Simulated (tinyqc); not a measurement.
Deal-Grove kinetics of thermal oxidation of silicon: one step, computed by the program tinyqc. Command: `OMP_NUM_THREADS=1 python tinyqc.py 3007169 3007170 out.jsonl oxide walk`. One thread of a shared host (Intel(R) Xeon(R) Processor @ 2.30GHz), about 0.02 s of CPU time with the checks.

Oxidant diffuses through the oxide and reacts at the interface, so that dx/dt = B/(A + 2x) for the oxide thickness x.

Task: Rate constants. B = B0 p exp(-E_B/(k_B T)), B/A = (B/A)0 p^m exp(-E_A/(k_B T)), p in atm; A = B/(B/A). Temperatures in kelvin are T(C) + 273.15.

Inputs (values chosen for the exercise, close to those used for silicon):
```
quantity                       value    unit
prefactor B0                     710  um^2/h
activation energy E_B           1.21      eV
prefactor (B/A)0            3.19e+06    um/h
activation energy E_A           2.01      eV
temperature T                   1200       C
oxidant pressure p                 1     atm
pressure exponent m of B/A      0.71       -
```

Ambient: dry oxygen. Surface: (100).

Constants: k_B = 8.617333262e-05 eV/K.

Give: parabolic constant B; linear constant B/A; length A.

Result:

parabolic constant B = 0.051492 um^2/h

linear constant B/A = 0.42403 um/h

length A = 0.12143 um

Reaction at the interface limits growth while x is well below A/2 = 0.0607 um, diffusion once x is well above it.
